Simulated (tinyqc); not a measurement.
Charge control and current of a heterostructure field-effect transistor: one step, computed by the program tinyqc. Command: `OMP_NUM_THREADS=1 python tinyqc.py 3021848 3021849 out.jsonl hemt walk`. One thread of a shared host (Intel(R) Xeon(R) Processor @ 2.30GHz), about 0.01 s of CPU time with the checks.

Two subbands in a triangular well; E_F is counted from the conduction band edge of the channel at the interface.

Task: Levels and gate capacitance. Charge control: n_s = C_b (V_G - V_T - E_F/e)/e. Well: mean field F = e n_s/(2 eps eps_0), E_i = (hbar^2/2m)^(1/3) [(3 pi e F/2)(i + 3/4)]^(2/3), i = 0, 1; n_s = D k_B T sum_i ln(1 + exp((E_F - E_i)/k_B T)), D = m/(pi hbar^2), which is solved in closed form for E_F. C_g = e dn_s/dV_G = 1/(1/C_b + 1/C_q), 1/C_q = d(E_F/e)/d(e n_s) by a central difference of +/- 0.1 % in n_s; added distance dd = eps eps_0/C_q.

Inputs (values chosen for the exercise, modelled on AlGaN/GaN): channel mass m = 0.2 m_0; permittivity eps (barrier and channel) = 9.4; temperature T = 400 K.

Charge source: polarisation. Velocity law: smooth.

sheet density n_s = 7.657472e+12 1/cm^2

barrier capacitance C_b = 0.5944955 microfarad/cm^2

Constants: k_B = 8.617333262e-05 eV/K; e = 1.602176634e-19 C; eps_0 = 8.8541878128e-12 F/m; hbar = 1.054571817e-34 J s; m_0 = 9.1093837015e-31 kg; k_B = 1.380649e-23 J/K.

Give: E_0; E_1; E_F; share in the second subband; gate capacitance C_g; added distance dd.

Result:

E_0 = 234.7 meV

E_1 = 412.9 meV

E_F = 321.3 meV

share in the second subband = 2.553 %

gate capacitance C_g = 0.5287 microfarad/cm^2

added distance dd = 1.742 nm

C_g is 89 % of C_b: the finite density of states and the rise of E_0 act as 1.7 nm of extra barrier.
